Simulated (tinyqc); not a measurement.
# Leakage currents through a thin dielectric, step by step

A worked calculation. Computed by tinyqc, a small Python program that keeps every step. Command: `OMP_NUM_THREADS=1 python tinyqc.py 3010248 3010249 out.jsonl leak walk`. One thread of a shared host (Intel(R) Xeon(R) Processor @ 2.30GHz), about 0.01 s of CPU time with the checks. Intermediate numbers are printed to about 7 digits and carried at full precision; extremes and crossings named in words are read from the listed rows.

Electrons leave an electrode with Fermi energy E_F above its band bottom; barriers are counted from the Fermi level, and both electrodes are alike.

Inputs (values chosen for the exercise, modelled on Al2O3):
```
quantity                           value  unit
barrier height phi_B                2.51    eV
tunnelling mass m                   0.32   m_0
static permittivity k               8.89     -
optical permittivity k_o            2.95     -
trap depth phi_t                     1.6    eV
Poole-Frenkel prefactor sigma_0  7.5e-07  S/cm
thickness t                          9.7    nm
electrode Fermi energy E_F          0.28    eV
electrode mass m_e                   0.5   m_0
voltage V                            3.3     V
temperature T                        473     K
```

Stack: single layer.

Constants: m_0 = 9.1093837015e-31 kg; e = 1.602176634e-19 C; hbar = 1.054571817e-34 J s; k_B = 8.617333262e-05 eV/K; k_B = 1.380649e-23 J/K; eps_0 = 8.8541878128e-12 F/m; h = 6.62607015e-34 J s.

## Fields

Field F = V/t; equivalent oxide thickness 3.9 t/k.

field F = 3.402062 MV/cm

equivalent oxide thickness = 4.255343 nm

## Transmission at the Fermi level

WKB: a layer of mass m, field F and barrier b(x) = b_0 - e F x gives the exponent (4 sqrt(2 m)/(3 hbar e F)) [b_0^(3/2) - max(b_0 - e F t, 0)^(3/2)] for b_0 > 0; b_0 = barrier - (E - E_F); the transmission is D(E) = exp(-sum of exponents), without image force.

exponent of the dielectric = 45.16694

transmission D(E_F) = 2.422416e-20

At E_F the barrier of the dielectric is triangular (Fowler-Nordheim tunnelling): its far edge lies below E_F.

## Tunnel current

Tsu-Esaki: J = (e m_e k_B T/(2 pi^2 hbar^3)) int D(E) ln[(1 + exp((E_F - E)/k_B T))/(1 + exp((E_F - eV - E)/k_B T))] dE over the normal energy E (its change with the mass at an interface is neglected) from max(0, E_F - 3 eV) to E_F + largest barrier, by 100 Gauss-Legendre points in each part, split at E_F - 0.3 eV (if inside the range) and E_F + 8 k_B T. The mean energy weights E - E_F by the integrand.

tunnel current density = 1.221071e-11 A/cm^2

mean energy of the current above E_F = 0.5208779 eV

The current flows well above E_F: thermally assisted tunnelling nearer the top of the barrier.

## Thermal currents

Schottky emission J = A T^2 exp(-(phi_B - sqrt(e^3 F/(4 pi k_o eps_0)))/k_B T), A = 4 pi e m k_B^2/h^3 with the tunnelling mass; Poole-Frenkel J = sigma_0 F exp(-(phi_t - sqrt(e^3 F/(pi k_o eps_0)))/k_B T); both use the field F of the dielectric.

Schottky lowering = 0.4075079 eV

Poole-Frenkel lowering = 0.8150157 eV

Schottky current density = 3.410279e-16 A/cm^2

Poole-Frenkel current density = 1.103716e-08 A/cm^2

The Poole-Frenkel lowering is twice the Schottky one, because the charge of a trap is fixed while an image charge moves with the electron.

## Which mechanism rules?

The formulas are those given above.

Current densities (A/cm^2):
```
V (V)  F (MV/cm)    tunnelling      Schottky  Poole-Frenkel
0.66    0.680412  2.143674e-19  1.357097e-18   3.495660e-14
1.20    1.237113  2.043961e-18  6.443599e-18   1.432853e-12
1.60    1.649485  1.585476e-17  1.637500e-17   1.233804e-11
2.30    2.371134  1.609491e-15  6.541870e-17   2.830708e-10
2.80    2.886598  1.037602e-13  1.550063e-16   1.934730e-09
3.30    3.402062  1.221071e-11  3.410279e-16   1.103716e-08
4.00    4.123711  7.502879e-09  9.357741e-16   1.007315e-07
4.90    5.051546  4.499631e-06  3.031785e-15   1.295258e-06
```

The largest current is Poole-Frenkel from 0.660 to 4.00, tunnelling at 4.90 V. Over the table tunnelling grows by 13.3 decades, Schottky by 3.3 and Poole-Frenkel by 7.6. A plot of ln(J/F) against sqrt(F) for the Poole-Frenkel column has the slope 10.84 per sqrt(MV/cm), from which k_o follows; reading it as Schottky emission would give about k_o/4.

Checks made by the program: energy integral against adaptive quadrature (relative difference below 1e-10).
